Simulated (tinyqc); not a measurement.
Changing the distance d to the collector: Haynes-Shockley experiment: drift, diffusion and decay of a minority-carrier pulse. Computed by tinyqc, a small Python program. Command: `OMP_NUM_THREADS=1 python tinyqc.py 3111795 3111796 out.jsonl haynes sweep`. One thread of a shared host (Intel(R) Xeon(R) Processor @ 2.30GHz), about 0.02 s of CPU time with the checks.

A thin sheet of excess carriers is made at x = 0, t = 0 in a long uniform bar; injection is low, so the pulse moves with the minority mobility.

Inputs (values chosen for the exercise, modelled on holes in n-type germanium in a lightly doped bar): minority mobility mu = 1950 cm^2/(V s); lifetime tau = 20 microsecond; temperature T = 250 K; field F = 10 V/cm; injected sheet density N0 = 6.8e+09 1/cm^2.

Constants: k_B = 8.617333262e-05 eV/K.

Method:
- D = mu k_B T/e, v = mu F.
- Transit time d/v, diffusion length sqrt(D tau), drift length v tau, Peclet number v d/D = e F d/(k_B T).
- dn(x, t) = N0/sqrt(4 pi D t) exp(-(x - v t)^2/(4 D t) - t/tau).
- At fixed x the signal peaks where d ln(dn)/dt = 0: a t^2 + t/2 - x^2/(4 D) = 0 with a = v^2/(4 D) + 1/tau.
- The full width at half maximum is found by solving dn(x, t) = peak/2 on both sides of the peak.
- With w the full width at half maximum: mu = d/(F t_p); D = (w d)^2/(16 ln2 t_p^3); Einstein ratio D/mu against k_B T/e.

One run for each value; columns: (1) distance d to the collector (cm); (2) width at half maximum (microsecond); (3) peak density (1/cm^3); (4) error of mu (%); (5) Peclet number:
```
(1)      (2)         (3)     (4)     (5)
0.15   2.992  7.3450e+10  2.5452    69.6
0.23   3.717  4.8310e+10  2.0398   106.8
0.34   4.528  2.9993e+10  1.7344   157.8
0.52   5.608  1.5317e+10  1.5139   241.4
0.79   6.919  6.2400e+09  1.3718   366.7
1.20   8.532  1.7792e+09  1.2784   557.0
2.80  13.042  1.9686e+07  1.1757  1299.7
```

Give the missing row, distance d to the collector (cm) = 1.80.

Computed row; columns: (1) distance d to the collector (cm); (2) width at half maximum (microsecond); (3) peak density (1/cm^3); (4) error of mu (%); (5) Peclet number:
```
(1)      (2)         (3)     (4)    (5)
1.80  10.454  3.1451e+08  1.2185  835.5
```

Interpolating between the two neighbouring rows (the first column on a logarithmic scale, the others too where they are positive) misses most in peak density (1/cm^3), by 34 %. Over the rows, width at half maximum (microsecond) rises from 2.99 to 13.0 (exponent d ln y / d ln x about 0.50 throughout); peak density (1/cm^3) falls from 7.35e10 to 1.97e7 (exponent d ln y / d ln x -0.98 between the first rows and -6.3 between the last); error of mu (%) falls from 2.55 to 1.18 (exponent d ln y / d ln x -0.52 between the first rows and -0.081 between the last). The exponent of width at half maximum stays between 0.50 and 0.51, near 0.50: the spread grows as sqrt(t).

Extremes, crossings and ranges named in words are read from the listed rows.
